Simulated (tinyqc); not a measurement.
Heavy and light holes: cyclotron masses of warped hole bands.

Inputs chosen for the exercise (near those of Ge; the results hold for these values, not for the real material):

| symbol | value | unit | meaning |
|---|---|---|---|
| g1 | 13.34 |  | Luttinger gamma1 |
| g2 | 4.23 |  | gamma2 |
| g3 | 5.73 |  | gamma3 |
| ths | (0, 20, 35, 50, 65, 80, 90) | degrees | angles |

E = c k^2 f(n) with f = g1 -/+ 2 sqrt(g2^2 + 3 (g3^2 - g2^2)(nx^2 ny^2 + ny^2 nz^2 + nz^2 nx^2)). For the orbit through k = 0 perpendicular to b = (sin(theta)/sqrt2, sin(theta)/sqrt2, cos(theta)), mc is the mean of 1/f over the directions n in that plane (180 evenly spaced angles). Quantum effects of the lowest levels are left out.

Cyclotron masses (m0):

| theta (degrees) | heavy | light |
|---|---|---|
| 0 | 0.2861 | 0.0435 |
| 20 | 0.3173 | 0.0428 |
| 35 | 0.3659 | 0.0420 |
| 50 | 0.3909 | 0.0415 |
| 65 | 0.3898 | 0.0416 |
| 80 | 0.3868 | 0.0419 |
| 90 | 0.3863 | 0.0421 |

The heavy mass varies by 37 % over the table, with its largest listed value at 50 degrees ([111] lies at 54.7) and its smallest at 0; the light mass varies by 5.0 %. The warping term enters both with the same size, but it is set against a small inverse mass in one and a large one in the other (along [111], g1 - 2 g3 = 1.88 and g1 + 2 g3 = 24.80).

(tinyqc, `OMP_NUM_THREADS=1 python tinyqc.py 1251763 1251764 out.jsonl`, Intel(R) Xeon(R) Processor @ 2.30GHz, 1 thread, shared host, about 0.01 s.)
